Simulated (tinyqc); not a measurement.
# Gain factor and gap resistance from two string resistances

Question. At small bit-line voltage each of the 48 cells has the resistance 1/(K x) at overdrive x (no mobility reduction) in series with a gap resistance Rg. Find K, Rg and the share of the gaps at the higher overdrive.

resistance of a string of 48 equal cells at overdrives of 3.5 and 7.9 V (kohm): 1787.6739  856.16944

Solution. The resistance per cell is a straight line in 1/x with slope 1/K and intercept Rg.

K = 8.20 uA/V^2
Rg = 2.40 kohm
share of the gaps = 13.5 %

Computed by the program tinyqc: `OMP_NUM_THREADS=1 python tinyqc.py 2142217 2142218 out.jsonl`, one thread of a shared Intel Xeon 2.30GHz, about 1 s for the whole run.
